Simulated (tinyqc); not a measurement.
Decay across the direct gap: complex band structure along [001] in sp3s* tight binding.

For k = (0, 0, kz) the phase sums are g0 = cos(phi) and g3 = i sin(phi), phi = kz a/4, and the s, pz, s* orbitals of anion (a) and cation (c) decouple from px, py. With z = exp(i phi), H(z) = H0 + z T + T^T/z for any complex z. H0 is diagonal (Esa, Epa, Exa, Esc, Epc, Exc). The anion-cation block is B(z) = z U + W/z and the cation-anion block z W^T + U^T/z, where U has Vss/2 (s,s), Vsapc/2 (s,z), -Vscpa/2 (z,s), Vxx/2 (z,z), Vxapc/2 (s*,z), -Vpaxc/2 (z,s*), and W has the same values with the s-z and s*-z signs reversed. |z| = 1 is a band state, |z| < 1 decays along [001] as exp(-kappa d) over a distance d, kappa = -(4/a) ln|z|. No spin-orbit coupling.

Constants: hbar^2/2m0 = 3.80998211 eV angstrom^2.

Parameters, chosen for this exercise (out of a larger set: near a published set for InP, fitted to gaps, whose masses and valley positions are rough (light masses up to twice too heavy); not measured data): p = (-8.517, 0.879, -1.494, 4.064, 8.294, 7.034, -5.351, 1.885, 4.242, 2.231, 5.555, 3.488, 4.45) eV (order Esa, Epa, Esc, Epc, Exa, Exc, Vss, Vxx, Vxy, Vsapc, Vscpa, Vxapc, Vpaxc); a = 5.867 angstrom (lattice constant).

Ev = 0.00385 eV
EG (direct gap) = 1.39095 eV

masses of this model, from the curvature at Gamma (m0): m_lh 0.09439, m_e 0.12177

kappa of the imaginary branch at Gamma against three formulas: parabolic from the valence edge, sqrt(m_lh E/c); parabolic from the conduction edge, sqrt(m_e (EG - E)/c); two-band (Franz), sqrt(m E (1 - E/EG)/c) with m = 2 m_lh m_e/(m_lh + m_e). E from Ev; c = hbar^2/2m0.

kappa (1/angstrom):
```
E/EG  E (eV)  tight binding  parabolic, valence  parabolic, conduction  two-band
0.05  0.0695         0.0406              0.0415                 0.2055    0.0429
0.25  0.3477         0.0822              0.0928                 0.1826    0.0853
0.35  0.4868         0.0915              0.1098                 0.1700    0.0940
0.50  0.6955         0.0976              0.1313                 0.1491    0.0985
0.65  0.9041         0.0950              0.1497                 0.1247    0.0940
0.75  1.0432         0.0875              0.1608                 0.1054    0.0853
0.85  1.1823         0.0733              0.1711                 0.0817    0.0704
0.95  1.3214         0.0455              0.1809                 0.0471    0.0429
```

Give the missing row, E/EG = 0.15, E (eV) = 0.2086.

Computed row:
```
E/EG  E (eV)  tight binding  parabolic, valence  parabolic, conduction  two-band
0.15  0.2086         0.0672              0.0719                 0.1944    0.0704
```

The branch joins the light-hole and conduction bands and peaks, among these rows, at E/EG = 0.50 with kappa = 0.0976 1/angstrom. At mid-gap the parabola from the conduction edge is +53 % off and the two-band form +0.9 %; over 5 nm the parabola would misstate exp(-2 kappa d) by a factor 172.

Run: tinyqc, `OMP_NUM_THREADS=1 python tinyqc.py 1451890 1451891 out.jsonl`; Intel(R) Xeon(R) Processor @ 2.30GHz, one thread, shared host; about 0.01 s of CPU time with all checks.
